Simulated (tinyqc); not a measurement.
Energy and delay of logic against supply voltage: one step of the calculation.

One expression serves below and above threshold: I(Vg) = Ik [ln(1 + exp((Vg - VT + dd V)/(al nf Vt)))]^al, with I_on = I(V) and I_off = I(0). Gate delay td = kd C V/I_on, clock period LD td. Per gate and cycle the switching energy is act C V^2 and the leakage energy I_off V LD td. No short-circuit current, no variation. Minima are sought above 0.09 V; below a few Vt gates no longer switch and the model has no meaning.

Question. Currents, delay and energies. I_on, I_off, td, clock frequency 1/(LD td), both energies and their sum.

Parameters, values chosen for the exercise; values of the order met in logic technologies: temperature T = 330 K; threshold voltage at zero drain bias VT = 0.37 V; slope factor nf = 1.44; barrier lowering per volt of supply dd = 0.09; specific current of a gate Ik = 1.9 uA; exponent of the current law al = 1.43; load capacitance of a gate C = 1.6 fF; delay factor kd = 0.7; logic depth LD = 60; activity factor act = 0.05; supply voltage V = 1 V.

Constants: q = 1.602176634e-19 C, kB = 1.380649e-23 J/K, Vt = kB T/q. Results are converted to the units shown.

Give: I_on; I_off; td; clock frequency; switching energy; leakage energy; energy.

Answer.

I_on = 68.721 uA
I_off = 2.0258 nA
td = 16.298 ps
clock frequency = 1.0226 GHz
switching energy = 80.000 aJ
leakage energy = 1.9809 aJ
energy = 81.981 aJ

I_on/I_off = 33900; leakage makes up 2.42 % of the energy.

Numbers from tinyqc (`OMP_NUM_THREADS=1 python tinyqc.py 2082156 2082157 out.jsonl`; about 0.01 s on one thread of a shared Intel Xeon 2.30GHz).
